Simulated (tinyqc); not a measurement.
# Trap density from swing and capacitance

Question. In an MOS structure at one bias the subthreshold swing is S = Vt ln 10 (1 + (Cd + q Dit)/Cox) and 1/C_HF = 1/Cox + 1/Cd, Cox = 3.9 eps0/EOT. Find Cd and Dit.

Values chosen for this exercise: temperature T = 250 K; equivalent oxide thickness EOT = 21 nm.

Constants: q = 1.602176634e-19 C, kB = 1.380649e-23 J/K, Vt = kB T/q, eps0 = 8.8541878128e-14 F/cm where lengths are in cm. Results are converted to the units shown.

S = 291.43309 mV/decade
C_HF = 69.947022 nF/cm^2

Solution. C_HF gives Cd, and the swing gives Cd + q Dit.

Cd = 122 nF/cm^2
Dit = 4.24e12 cm^-2 eV^-1

Program tinyqc, `OMP_NUM_THREADS=1 python tinyqc.py 2030173 2030174 out.jsonl`; Intel Xeon 2.30GHz, shared host, one thread, about 0.01 s.
